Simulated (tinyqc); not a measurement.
Electron mobility in a silicon inversion layer, empirical terms and Matthiessen rule: one step of the calculation.

Inversion layer of sheet density Ns on a uniformly doped body. The mobility terms are empirical power laws with prefactors chosen for the exercise; adding their inverses (Matthiessen) is itself an approximation.

Question. Split C-V extraction. Q(Vg) is the trapezoid sum of Cgc from the first point (where Q is taken as 0); mu_eff = I/((W/L) Q Vd); mu_FE = (dI/dVg)/((W/L) Cox Vd) with a backward difference. Listed from point 4 on.

Parameters, values chosen for the exercise; material values close to those of silicon: gate capacitance Cox = 1.69 uF/cm^2; ratio W/L WL = 1; drain voltage Vd = 0.05 V.

```
point,Vg (V),Cgc (uF/cm^2),I (uA)
0,0.2,5.3444544e-4,2.4576783e-7
1,0.25,0.0020456080,3.6003900e-6
2,0.3,0.0078098814,5.2474009e-5
3,0.35,0.029532980,7.5009465e-4
4,0.4,0.10780634,0.0099922706
5,0.45,0.34982692,0.10622115
6,0.5,0.845,0.67249764
7,0.55,1.3401731,2.1628526
8,0.6,1.5821937,4.2344620
9,0.65,1.6604670,6.3683828
10,0.7,1.6821901,8.3703031
11,0.75,1.6879544,10.208512
12,0.8,1.6894656,11.892775
```

Find: Q; mu_eff; mu_FE.

Answer.

```
point,Q (uC/cm^2),mu_eff (cm^2/(V s)),mu_FE (cm^2/(V s))
4,0.0046779,42.721,2.1875
5,0.016119,131.80,22.776
6,0.045989,292.46,134.03
7,0.10062,429.91,352.75
8,0.17368,487.62,490.32
9,0.25474,499.98,505.07
10,0.33831,494.83,473.83
11,0.42256,483.17,435.08
12,0.50700,469.14,398.64
```

At the last point mu_FE is 15 % below mu_eff: where the mobility falls with gate voltage the slope of I understates it.

tinyqc, about 0.01 s, one thread, Intel Xeon 2.30GHz (shared host): `OMP_NUM_THREADS=1 python tinyqc.py 2510020 2510021 out.jsonl`
